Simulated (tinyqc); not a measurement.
Inside a calculation. Method: CIS on RHF in the sto-6g basis, for H4, spin multiplicity 1. One step of it, computed by the program tinyqc.

Task: CIS matrix, triplets. A(ia,jb) = (e_a - e_i) d_ij d_ab - (ij|ab).

orbital energies (hartree): MO1 -0.705968, MO2 -0.385037, MO3 0.336924, MO4 1.134300

Two-electron integrals over orbitals (pq|rs), unique and non-zero (hartree):
```
(11|11) 0.541326    (21|11) -0.000187   (21|21) 0.145991    (22|11) 0.458567
(22|21) 0.000149    (22|22) 0.480329    (31|11) -0.094742   (31|21) -0.000157
(31|22) 0.009510    (31|31) 0.105973    (32|11) -0.000291   (32|21) 0.105926
(32|22) 0.000134    (32|31) 0.000055    (32|32) 0.148695    (33|11) 0.474542
(33|21) 0.000097    (33|22) 0.474923    (33|31) -0.012386   (33|32) 0.000059
(33|33) 0.496757    (41|11) 0.000188    (41|21) -0.049339   (41|22) -0.000040
(41|31) -0.000080   (41|32) 0.039515    (41|33) -0.000024   (41|41) 0.098498
(42|11) -0.094938   (42|21) -0.000119   (42|22) -0.005441   (42|31) 0.093214
(42|32) 0.000088    (42|33) -0.006315   (42|41) -0.000068   (42|42) 0.099965
(43|11) -0.000164   (43|21) 0.137571    (43|22) 0.000167    (43|31) -0.000142
(43|32) 0.105775    (43|33) 0.000116    (43|41) -0.047621   (43|42) -0.000125
(43|43) 0.150141    (44|11) 0.573657    (44|21) -0.000147   (44|22) 0.492724
(44|31) -0.101256   (44|32) -0.000281   (44|33) 0.514995    (44|41) 0.000188
(44|42) -0.107908   (44|43) -0.000137   (44|44) 0.648843
```

Give: CIS matrix A, triplet.

Result:

CIS matrix A, triplet (hartree), order 1>3, 1>4, 2>3, 2>4:
$$\begin{pmatrix}
0.5683 & 0.0002 & -0.0001 & -0.1376 \\
0.0002 & 1.2666 & -0.1376 & 0.0001 \\
-0.0001 & -0.1376 & 0.2470 & -0.0002 \\
-0.1376 & 0.0001 & -0.0002 & 1.0266
\end{pmatrix}$$
